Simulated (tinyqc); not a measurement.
# From current gain beta back to gap narrowing across the base dE_g

Model: minority-electron transport through the base of a bipolar transistor (Moll-Ross and Kroemer integrals). Computed by tinyqc, a small Python program. Command: `OMP_NUM_THREADS=1 python tinyqc.py 3012808 3012809 out.jsonl base inv`. One thread of a shared host (Intel(R) Xeon(R) Processor @ 2.30GHz), about 0.01 s of CPU time with the checks.

Low injection, one dimension, x from the emitter edge (0) to the collector edge (W), s = x/W. Recombination is treated as a small correction (valid for tau_B well below tau_n), computed from the stored charge.

Inputs (values chosen for the exercise, modelled on GaAs):
```
quantity,value,unit
intrinsic density n_i at the emitter edge,2.1e+06,1/cm^3
base doping at the emitter edge N_0,1.6e+19,1/cm^3
base width W,300,nm
mu_min,900,cm^2/(V s)
mu_max,7060,cm^2/(V s)
N_ref,8.4e+16,1/cm^3
saturation velocity v_s,1,1e7 cm/s
electron lifetime tau_n,6.1,ns
emitter Gummel number G_E,1e+13,s/cm^4
base-emitter voltage V_BE,0.92,V
temperature T,300,K
doping ratio N_0/N(W),50,-
```

Base doping profile: Gaussian. Gap grading: linear. Exit of the base: saturation velocity.

Constants: k_B = 8.617333262e-05 eV/K; e = 1.602176634e-19 C.

Method:
- N(x) = N_0 (ratio)^(-s^2); n_i(x)^2 = n_i^2 exp(s dE_g/k_B T); D(x) = (k_B T/e) mu, mu = mu_min + (mu_max - mu_min)/(1 + (N/N_ref)^0.7).
- With y(x) = N n_i^2/(D n_i(x)^2): base Gummel number G_B = int_0^W y dx + N(W) n_i^2/(v_s n_i(W)^2); J_C = e n_i^2 exp(e V_BE/k_B T)/G_B; n(x) = (J_C/e)(n_i(x)^2/(N n_i^2)) [int_x^W y dx + the same exit term]; transit time tau_B = (e/J_C) int n dx; trapezoid rule on 401 even points.
- Emitter-limited gain beta_E = G_E/G_B; recombination-limited gain beta_R = tau_n/tau_B; 1/beta = 1/beta_E + 1/beta_R; f_T from the base alone = 1/(2 pi tau_B).

Question. A run gave the result below. Find the gap narrowing across the base dE_g, known to lie between 12 and 28 meV.

current gain beta = 1.659709

Answer.

Each step takes the trial c = (a f_b - b f_a)/(f_b - f_a), f being the result less the target and a, b, c the logarithms of the listed values; c replaces end b, the old b replaces a if the sign of f changed, and otherwise f_a is halved.

Scan of the range:
```
gap narrowing across the base dE_g (meV),current gain beta
12.0,1.51618
13.8,1.54245
15.9,1.57332
18.3,1.60891
21.1,1.65082
24.3,1.69924
28.0,1.75589
```

False position (Illinois rule, in the logarithm of the input) inside the bracket:
```
step,end a,end b,trial,current gain beta
1,21.1000,24.3000,21.6540,1.65917
2,24.3000,21.6540,21.6878,1.65968
3,24.3000,21.6878,21.6919,1.65974
4,21.6878,21.6919,21.6900,1.65971
```

Current gain beta rises at every point of a 13-point scan of the range (every second point is shown), so one value fits; it is bracketed by 21.1 and 24.3. Answer: gap narrowing across the base dE_g = 21.69 meV.
